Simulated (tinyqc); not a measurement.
# Sub-threshold conduction and electro-thermal threshold of an amorphous chalcogenide: effects of single changes

Trap-limited conduction: I = I0 exp(-Ea/kB T) sinh(q V dz/(2 ua kB T)), I0 = 2 q A Nt dz/ta. One lumped temperature T = T0 + Rt I V. The threshold is the largest V for which a steady state exists on the low-current branch.

Values chosen for this exercise; values of the order of Ge-Sb-Te and related chalcogenides: ambient temperature T0 = 300 K; cross-section A = 970 nm^2; amorphous thickness ua = 36 nm; distance between traps dz = 5.5 nm; activation energy Ea = 0.42 eV; trap density Nt = 4.9e19 cm^-3; attempt time ta = 1e-15 s; thermal resistance Rt = 3.2 K/uW; drift exponent nu = 0.07.

Constants: q = 1.602176634e-19 C, kB = 1.380649e-23 J/K. Results are converted to the units shown.

Each table varies one quantity; the others keep the values above.

## Resistance drift

The low-field resistance drifts as R = R0 (t/1 s)^nu, R0 = 2 ua kB T0 exp(Ea/kB T0)/(q dz I0). Read as a growth of Ea, this is dEa = nu kB T0 ln(t/1 s).

Results:

| t (s) | R (Mohm) | R/R0 | dEa (meV) |
|---|---|---|---|
| 0.001 | 28.32 | 0.6166 | -12.50 |
| 1 | 45.93 | 1.000 | 0 |
| 100 | 63.40 | 1.380 | 8.334 |
| 10000 | 87.52 | 1.905 | 16.67 |
| 1e6 | 120.8 | 2.630 | 25.00 |
| 3e8 | 180.1 | 3.921 | 35.32 |

Estimate the missing row, t = 0.1 s.

Computed row:

| t (s) | R (Mohm) | R/R0 | dEa (meV) |
|---|---|---|---|
| 0.1 | 39.09 | 0.8511 | -4.167 |

With this row back in the table: R grows by a factor of 1.17 a decade and 3.92 from 1 s to 3e8 s. A level that lies a factor of 3 below a fixed read threshold at 1 s reaches it after 6.55e6 s.

## Threshold against ambient temperature

Same model as above.

The threshold is the first local maximum over T of the V that solves Rt I(V, T) V = T - T0.

Result of one run:

| T0 (K) | Vth (V) | T - T0 (K) | Ith (uA) | field (MV/cm) |
|---|---|---|---|---|
| 330 | 1.854 | 43.09 | 7.265 | 0.5149 |

What becomes of these results when the ambient temperature T0 is changed from 330 to 260 K, all else the same?

Result of the changed run:

| T0 (K) | Vth (V) | T - T0 (K) | Ith (uA) | field (MV/cm) |
|---|---|---|---|---|
| 260 | 2.455 | 31.50 | 4.009 | 0.6820 |

The whole series:

| T0 (K) | Vth (V) | T - T0 (K) | Ith (uA) | field (MV/cm) |
|---|---|---|---|---|
| 230 | 2.739 | 27.00 | 3.081 | 0.7608 |
| 260 | 2.455 | 31.50 | 4.009 | 0.6820 |
| 300 | 2.101 | 37.91 | 5.640 | 0.5835 |
| 330 | 1.854 | 43.09 | 7.265 | 0.5149 |
| 360 | 1.624 | 48.66 | 9.365 | 0.4510 |
| 400 | 1.346 | 56.92 | 13.22 | 0.3739 |

Vth falls from 2.74 to 1.35 V, on average -8.19 mV/K, and the rise at threshold rises from 27.0 to 56.9 K: a warmer layer conducts more and needs less field to reach runaway.

Range of the model: Purely electronic switching mechanisms, filaments and series resistance are left out.

Numbers from tinyqc (`OMP_NUM_THREADS=1 python tinyqc.py 2490118 2490119 out.jsonl`; about 0.01 s on one thread of a shared Intel Xeon 2.30GHz).
